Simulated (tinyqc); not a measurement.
Worked calculation: deformation-potential model of the Delta valleys of a conduction band. Values are carried at full precision from step to step, so a last printed digit may differ when a step is redone from the rounded ones.

s11 = (C11 + C12)/((C11 - C12)(C11 + 2 C12)), s12 = -C12/((C11 - C12)(C11 + 2 C12)), s44 = 1/C44; exx = s11 sxx + s12 (syy + szz) and cyclic, exy = s44 sxy/2; tension is positive. A uniaxial stress X along the unit vector n is s_ij = X n_i n_j.

Constants: kB = 8.617333262e-05 eV/K; hbar^2/2m0 = 3.80998211 eV angstrom^2.

Inputs chosen for the exercise (near those of Si; shifted at random, so the results belong to these values and not to a real crystal):

| symbol | value | unit | meaning |
|---|---|---|---|
| C11 | 157 | GPa |  |
| C12 | 67.6 | GPa |  |
| C44 | 80 | GPa |  |
| load | uniaxial [001] |  | kind of stress |
| X | -0.62 | GPa | stress |
| Xd | 1.2 | eV | dilation potential |
| Xu | 8.98 | eV | uniaxial potential |
| T | 150 | K | temperature |
| ml | 0.885 | m0 | longitudinal mass |
| mt | 0.184 | m0 | transverse mass |

## Strain from a uniaxial [001] stress

Form the compliances and the strain.

s11, s12, s44 (1/TPa): 8.5979  -2.5878  12.5000

strain tensor:
```
          x         y          z
x  0.001604  0.000000   0.000000
y  0.000000  0.001604   0.000000
z  0.000000  0.000000  -0.005331
```

## Valley shifts

Valleys with axes along x, y and z, each a pair at +k and -k. Herring-Vogt shift of a valley with unit axis a: dE = Xd tr(e) + Xu a.e.a. Non-degenerate shares n_i = exp(-dE_i/kT)/sum_j exp(-dE_j/kT). Inverse mass tensor of a valley: (1 - a a)/mt + a a/ml; the masses are taken as independent of strain.

Apply the Herring-Vogt formula to each valley.

Xd tr(e) = -2.55 meV

a.e.a: x 0.001604, y 0.001604, z -0.005331

shifts dE (meV): x 11.86, y 11.86, z -50.42

The lowest valley is z, 62.3 meV below the highest; the mean shift over all valleys is (Xd + Xu/3) tr(e) = -8.90 meV.

## Shares of the electrons

Boltzmann factors of the shifts.

kT = 12.926 meV

shares: x 0.0080, y 0.0080, z 0.9841

effective number of valley axes, 1/(largest share) = 1.016

## Conductivity mass tensor

With one scattering time for all valleys the conductivity goes as M = sum_i n_i (inverse mass tensor of valley i); along the unit vector u, 1/m_c = u.M.u. Without stress 1/m_c = (1/ml + 2/mt)/3. Take u along [110].

M (1/m0):
```
       x      y      z
x  5.401  0.000  0.000
y  0.000  5.401  0.000
z  0.000  0.000  1.198
```

m_c along [110] = 0.1852 m0
m_c without stress = 0.2500 m0

The repopulation alone changes the mobility along [110] by +35.0 %; with all electrons in the valleys lightest or heaviest along this direction it would change by +36 or -18 %.

## Effective density of states

Each of the 6 whole valleys has m_d = (ml mt^2)^(1/3) and N = 2 (m_d kT/(4 pi c))^(3/2), c = hbar^2/2m0. Counted from the lowest edge, Nc = N x 2 x sum_i exp(-(dE_i - dE_min)/kT). 1 angstrom^-3 = 1e24 cm^-3.

m_d = 0.3106 m0
N of one valley = 1.536e+18 cm^-3
Nc under stress = 3.121e+18 cm^-3
Nc without stress = 9.214e+18 cm^-3

## Piezoresistance from repopulation

For small stress d(rho)/rho = pi X. For valleys on the cube axes pi11 = -(2/3) Xu (s11 - s12)/kT x (K - 1)/(2K + 1), pi12 = -pi11/2, pi44 = 0, K = ml/mt. For stress along [110]: pi_l = (pi11 + pi12 + pi44)/2 with the current along it and pi_t = (pi11 + pi12 - pi44)/2 with the current along [1-10]. 1/GPa = 100 x 1e-11/Pa.

K = 4.810

pi11, pi12, pi44 (1e-11/Pa): -185.9  92.9  0.0

pi_l, pi_t for [110] (1e-11/Pa): -46.5  -46.5

Only the transfer between valleys is counted; changes of mass and of intervalley scattering add to it in a real crystal.

## Checks

- Conductivity mass at zero stress against 3/(1/ml + 2/mt): both 0.2500102.
- Piezoresistance coefficients by finite differences against the closed form: largest difference 1.5e-07.

Run: tinyqc, `OMP_NUM_THREADS=1 python tinyqc.py 1051549 1051550 out.jsonl`; Intel(R) Xeon(R) Processor @ 2.30GHz, one thread, shared host; about 0.01 s of CPU time with all checks.
